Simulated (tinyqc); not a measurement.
Size effects in the resistivity of thin metal films and interconnect lines: one step, computed by the program tinyqc.

Electrons lose their drift at surfaces (a share 1 - p of the hits) and at grain boundaries (reflection R), besides bulk scattering. The line sits in a trench with a non-conducting liner on both walls and the bottom; the spacing equals the drawn width.

Problem. Resistance and delay. Total: rho = rho_b [1 + surface excess + grain excess]; resistance per length rho/(w_m h_m); capacitance per length C = 2 k eps_0 (aspect ratio + 1/2), a parallel-plate estimate for two neighbours plus a fixed term for the planes above and below; delay 0.38 R C L^2; effective resistivity per drawn area.

Inputs (values chosen for the exercise, modelled on nickel):
```
quantity                          value         unit
bulk resistivity rho_b             6.76  microohm cm
aspect ratio (height over width)    2.1            -
line length                         2.1   micrometre
permittivity of the dielectric k      3            -
```

Geometry: line.

rho/rho_b from surfaces = 1.134947

rho/rho_b from grains = 1.399070

metal width w_m = 25.8 nm

metal height h_m = 56.1 nm

share of the trench filled by metal = 94.54439 %

Constants: eps_0 = 8.8541878128e-12 F/m.

Give: resistivity rho; resistance per length; capacitance per length; RC delay; effective resistivity per drawn area.

Solution.

resistivity rho = 10.37 microohm cm

resistance per length = 71.65 ohm/micrometre

capacitance per length = 0.1381 fF/micrometre

RC delay = 0.01658 ps

effective resistivity per drawn area = 10.97 microohm cm

Of the factor 1.62 over bulk, scattering gives 1.53 and the liner 1.06; within scattering, grain boundaries outweigh surfaces (0.40 against 0.13, grains first).
